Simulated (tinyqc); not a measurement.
Changing the layer thickness t: four-point probe, van der Pauw, Hall and spreading-resistance readings of a semiconductor layer. Computed by tinyqc, a small Python program. Command: `OMP_NUM_THREADS=1 python tinyqc.py 3112982 3112983 out.jsonl probe sweep`. One thread of a shared host (Intel(R) Xeon(R) Processor @ 2.30GHz), about 0.01 s of CPU time with the checks.

The layer is uniform and ohmic; contacts are points unless a radius is given.

Inputs (values chosen for the exercise, modelled on p-type silicon):
```
quantity             value        unit
carrier density n  8.3e+17      1/cm^3
drift mobility mu       94  cm^2/(V s)
probe spacing s      1.588          mm
current I              0.1          mA
```

Backing of the layer: insulating.

Constants: e = 1.602176634e-19 C.

Method:
- rho = 1/(e n mu); R_s = rho/t.
- Collinear probes with equal spacing on a layer with insulating backing: images at depth 2 m t give V = (rho I/(2 pi s)) G, G = 1 + 4 sum_(m>=1) [1/sqrt(1 + (2 m u)^2) - 1/sqrt(4 + (2 m u)^2)], u = t/s; the sum runs to m = 20000, with the tail 3/(32 u^3 M^2) added to the sum for M = 20000.
- Limits: thick, rho = 2 pi s V/I; thin on an insulator, rho = (pi/ln 2) t V/I.

One run for each value:
```
layer thickness t (micrometre)  voltage V (mV)       G  rho by the thick formula (ohm cm)  rho by the thin formula (ohm cm)
64                                     0.27579  34.397                             2.7518                           0.08000
120                                    0.14709  18.345                             1.4676                           0.08000
220                                    0.08023  10.007                             0.8005                           0.08000
420                                    0.04203   5.242                             0.4193                           0.08000
780                                    0.02268   2.829                             0.2263                           0.08019
1500                                   0.01258   1.569                             0.1255                           0.08552
2700                                   0.00917   1.144                             0.0915                           0.11222
5100                                   0.00822   1.025                             0.0820                           0.19001
9500                                   0.00805   1.004                             0.0803                           0.34665
```

What does the table show, and why?

Over the rows, voltage V (mV) falls from 0.276 to 0.00805 (exponent d ln y / d ln x -1.0 between the first rows and -0.033 between the last); G falls from 34.4 to 1.00 (exponent d ln y / d ln x -1.0 between the first rows and -0.033 between the last); rho by the thick formula (ohm cm) falls from 2.75 to 0.0803 (exponent d ln y / d ln x -1.0 between the first rows and -0.033 between the last). At the low end the exponent of voltage V is -1.00, close to -1: a thin layer, V = R_s I ln 2/pi.
